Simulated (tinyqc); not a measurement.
Stacked nanosheet transistor, parasitic resistance, capacitance and delay: effect of the contact resistivity.

Ns sheets share one contact on top; each has perimeter p = 2 (Ws + ts) and cross-section A = Ws ts; contact width Wc = Ws + 10 nm, stack height Hs = Ns pv. Sheet 1 is the top one. Contact length Lc = CPP - Lg - 2 Lsp, shared by two neighbouring gates. Source and drain sides are equal. The formulas are first-order estimates, not field solutions.

Epitaxy sheet resistance Rsh = re/te, transfer length LT = sqrt(rc/Rsh), contact Rc = [sqrt(rc Rsh)/Wc] coth(Lc/(2 LT)); extension of one sheet Rx = rx Lsp/A. With N sheets: gate Cg = Cinv p N Lg; per side, plate Cp = ks eps0 [Wc (Hs + Hc) - N A]/Lsp, top fringe Cf = (2/pi) ks eps0 Wc ln(1 + Lg/(2 Lsp)), overlap Co = Cinv p N Lov. One sheet: I = p Q vx u/(1 + |u|^1.8)^(1/1.8), Q = Cinv n Vt ln(1 + exp((Vg' - VT + dl Vd')/(n Vt))), u = Vd' mu/(vx Lg), Vg' = Vgs - v, Vd' = Vds - 2 v, with the drop on each side v_j = Rc sum I + rv (sum over levels k = 2..j of the current of sheets k..Ns) + Rx I_j. Ieff = [I(Vgs = Vdd, Vds = Vdd/2) + I(Vdd/2, Vdd)]/2, total currents. With Cs = Cp + Cf + Co, the load of an inverter of two such devices driving an equal one is CL = 2 (Cg + 2 Cs) + 4 Cs + Cw (own drains counted twice for the Miller effect); delay CL Vdd/(2 Ieff).

Inputs (values chosen for the exercise); values close to those of silicon logic devices:
```
symbol    value        unit                                   meaning
T           300           K                               temperature
Ns            3                                      number of sheets
Ws           30          nm                               sheet width
ts            5          nm                           sheet thickness
pv           16          nm              vertical pitch of the sheets
rv           77         ohm  vertical resistance between sheet levels
CPP          70          nm                      contacted gate pitch
Lg           12          nm                               gate length
Lsp           8          nm                             spacer length
ks            4                   relative permittivity of the spacer
Hc           25          nm       gate height above the channel stack
re      0.00033      ohm cm   resistivity of the source-drain epitaxy
te           20          nm     current-carrying depth of the epitaxy
rx       0.0004      ohm cm              resistivity of the extension
Lov         1.5          nm                              gate overlap
Cinv        3.6     uF/cm^2                     inversion capacitance
vx        1.3e7        cm/s                        injection velocity
mu          310  cm^2/(V s)                         apparent mobility
VT         0.29           V           threshold at zero drain voltage
dl        0.074         V/V                          barrier lowering
n          1.17                                   subthreshold factor
Cw         0.33          fF                                 wire load
Vdd        0.75           V                            supply voltage
```

Constants: q = 1.602176634e-19 C, kB = 1.380649e-23 J/K, eps0 = 8.8541878128e-12 F/m, Vt = kB T/q. Results are converted to the units shown.

The same in every row: Rx/N (ohm) = 71.11; CL (aF) = 693.7.

Result of one run:

| Rc (ohm) | Ieff (uA) | delay (ps) |
|---|---|---|
| 278.2 | 204.0 | 1.275 |

Which contact resistivity rc gave this result: 1e-10, 2.1e-10, 4.5e-10, 2.1e-9 or 2e-8 ohm cm^2?

rc = 2.1e-9 ohm cm^2.

The whole series:

| rc (ohm cm^2) | Rc (ohm) | Ieff (uA) | delay (ps) |
|---|---|---|---|
| 1e-10 | 32.41 | 260.2 | 0.9997 |
| 2.1e-10 | 48.84 | 255.8 | 1.017 |
| 4.5e-10 | 79.75 | 247.9 | 1.049 |
| 9.7e-10 | 143.0 | 232.8 | 1.118 |
| 2.1e-9 | 278.2 | 204.0 | 1.275 |
| 4.4e-9 | 552.4 | 156.2 | 1.665 |
| 9.4e-9 | 1148 | 98.07 | 2.652 |
| 2e-8 | 2410 | 55.00 | 4.730 |

As rc goes from 1e-10 to 2e-8 ohm cm^2, Ieff falls from 260 to 55.0 uA, CL stays at 694 aF and the delay rises from 1.00 to 4.73 ps. Rc goes as rc^(0.55) at the start and rc^(0.98) at the end (1/2 for a long contact, 1 for a short one). For rc = 1e-10 to 2.1e-10 ohm cm^2 rc lies near or below the quantum limit of metal-silicon contacts.

Computed by the program tinyqc: `OMP_NUM_THREADS=1 python tinyqc.py 2170008 2170009 out.jsonl`, one thread of a shared Intel Xeon 2.30GHz, about 0.07 s for the whole run.
